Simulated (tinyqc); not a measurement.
bcc against fcc: Finnis-Sinclair potential for a bcc metal: fit to cohesion and elasticity, then vacancy, surfaces and structure. Computed by tinyqc, a small Python program. Command: `OMP_NUM_THREADS=1 python tinyqc.py 3111006 3111007 out.jsonl fsfit walk`. One thread of a shared host (Intel(R) Xeon(R) Processor @ 2.30GHz), about 0.01 s of CPU time with the checks.

E = (1/2) sum V(r) - A sqrt(rho), rho = sum phi(r), phi = (r - d)^2 for r < d, V = (r - c)^2 (c0 + c1 r + c2 r^2) for r < c. In bcc the 8 first neighbours lie at sqrt(3) a/2 and the 6 second at a; both cut-offs lie below the third shell; Omega = a^3/2; E is per atom and z the number of atoms in a shell. The four constants A, c0, c1, c2 are fitted to E_c, zero pressure, B and C12 - C44 alone, so C44 and C11 - C12 are not matched singly; defects are unrelaxed.

Inputs (values chosen for the exercise, modelled on tantalum):
```
quantity,value,unit
lattice constant a,3.306,angstrom
cohesive energy E_c,8.13,eV
target C11,262,GPa
target C12,165,GPa
target C44,81,GPa
density cut-off d/a,1.256,-
pair cut-off c/a,1.273,-
```

Constants: 1 eV/angstrom^3 = 160.2176634 GPa.

Method:
- rho = sum z phi, rho1 = sum z r phi', rho2 = sum z r^2 phi''. At zero pressure the effective pair part V + 2 F' phi obeys C12 = C44, so C12 - C44 = F'' (rho1/3)^2/Omega with F'' = A/(4 rho^(3/2)); this gives A.
- With v_k = (r - c)^2 r^k the rows are (1/2) sum z v_k, (1/2) sum z r v_k' and (1/2) sum z r^2 v_k''. With rho1 = sum z r phi' and rho2 = sum z r^2 phi'' the right-hand sides are: -E_c + A sqrt(rho) (cohesion); A rho1/(2 sqrt(rho)) (zero pressure); 9 B Omega + A [rho2/(2 sqrt(rho)) - rho1^2/(4 rho^(3/2))] with B = (C11 + 2 C12)/3.
- Solve the three equations.
- E of each lattice against the volume per atom, as a multiple of Omega; all neighbours inside the cut-offs are summed.

c0, c1, c2 (eV/angstrom^2, eV/angstrom^3, eV/angstrom^4): [3.56066, -1.67517, 0.20857]

A = 2.93280 eV/angstrom

Energies (eV/atom):
```
V/Omega,bcc,fcc,fcc less bcc (meV)
0.80,-7.5465,-7.4441,102.43
0.84,-7.7774,-7.6690,108.34
0.88,-7.9424,-7.8368,105.57
0.92,-8.0510,-7.9572,93.85
0.96,-8.1113,-8.0382,73.07
1.00,-8.1300,-8.0865,43.53
1.05,-8.1039,-8.0968,7.07
1.10,-8.0316,-8.0587,-27.13
1.20,-7.7793,-7.8693,-89.91
```

What does the comparison show, and why?

The lowest fcc row, at V/Omega = 1.05, lies +33 meV from the bcc minimum: the fit keeps bcc stable, though nothing in it asked for that.

Extremes, crossings and ranges named in words are read from the listed rows.
